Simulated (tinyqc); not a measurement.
Band folding and unfolding in a supercell of a chain: sweeps and comparisons. A value that a table varies takes the place of the one given here.

A chain with hopping -t and n = 4 sites a supercell. H(K) has v_j on the diagonal, -t between neighbours and -t exp(2 pi i K) on the bond that closes the cell (from the last site to the first of the next cell). The point K holds the n wave vectors k_m = (K + m)/n of the primitive zone, in 2 pi/a, m = 0 to n - 1, with E0 = -2t cos(2 pi k_m). The unfolding weight of a state c on k_m is |sum_j c_j exp(-2 pi i k_m j)|^2/n, j = 0 to n - 1.

Values chosen for the exercise:

| symbol | value | unit | meaning |
|---|---|---|---|
| t | 1.92 | eV | hopping |
| v | (0.84, 0, 0, 0) | eV | site energies in the supercell |
| Kq | 0.41 | 2 pi/(n a) | wave vector in the small zone |

## Minigaps against first-order theory

Gap i lies between minibands i and i + 1, at K = 1/2 for odd i and K = 0 for even i, where k = +/- i/(2n) are degenerate; first order gives 2|V_i|, the Fourier component V_q = (1/n) sum_j v_j exp(-2 pi i q j/n) for q equal to the number of the gap. Computed for the potential at full and at half strength.

Gaps (eV):

| i | E0 at the crossing | 2\|V_i\| | gap | gap at half strength |
|---|---|---|---|---|
| 1 | -2.7153 | 0.4200 | 0.3877 | 0.2019 |
| 2 | 0.0000 | 0.4200 | 0.4150 | 0.2094 |
| 3 | 2.7153 | 0.4200 | 0.4523 | 0.2181 |

Halving the potential about halves gaps 1, 2 and 3, the scaling of first order. The largest miss of first order is 32 meV, at i = 1 and 3; the potential spans 0.44 t.

## From folded lines to real minibands

The potential is scaled by x. For the lowest level at K: energy, second-order estimate E0(k_0) + x V_0 - x^2 sum_m |V_m|^2/(E0(k_m) - E0(k_0)), weight on k_0, and width of the lowest miniband between K = 0 and 1/2.

Lowest level:

| x | E (eV) | second order (eV) | weight on k_0 | miniband width (eV) |
|---|---|---|---|---|
| 0.00 | -3.0708 | -3.0708 | 1.000 | 1.1247 |
| 0.25 | -3.0227 | -3.0229 | 0.995 | 1.0740 |
| 0.50 | -2.9827 | -2.9840 | 0.983 | 1.0266 |
| 1.00 | -2.9224 | -2.9338 | 0.944 | 0.9410 |
| 1.50 | -2.8811 | -2.9201 | 0.900 | 0.8662 |
| 2.00 | -2.8521 | -2.9429 | 0.860 | 0.8006 |
| 3.00 | -2.8153 | -3.0979 | 0.796 | 0.6922 |
| 4.00 | -2.7935 | -3.3991 | 0.753 | 0.6071 |

Second order is -11.4 meV off at x = 1 and -283 meV at x = 3. The weight on the parent k falls to 0.94 at x = 1 and 0.75 at x = 4, and the miniband narrows from 1.125 to 0.607 eV as the state gathers on the low sites. While the weight stays near one the primitive band is still the right picture and the folded copies carry little spectral weight.

## What each change does

The two lowest levels at K and the weight of the lowest on k_0. Each row changes one parameter from the base and keeps the others.

Results:

| case | level 1 (eV) | level 2 (eV) | weight |
|---|---|---|---|
| base | -2.9224 | -2.0669 | 0.9441 |
| t = 2.112 eV | -3.2249 | -2.2991 | 0.9519 |
| v = (-0.84, 0, 0, 0) eV | -3.3582 | -2.4712 | 0.9267 |
| Kq = 0.295 2 pi/(n a) | -3.2614 | -1.5061 | 0.9857 |

The largest shifts from the base row, up to three for each result and ties (the steps differ in size, so this ranks the rows, not the parameters). level 1 (eV): v -0.4357, Kq -0.3390, t -0.3025. level 2 (eV): Kq +0.5608, v -0.4043, t -0.2322. weight: Kq +0.0416, v -0.0174, t +0.0078.

(tinyqc, `OMP_NUM_THREADS=1 python tinyqc.py 1450653 1450654 out.jsonl`, Intel(R) Xeon(R) Processor @ 2.30GHz, 1 thread, shared host, about 0.01 s.)
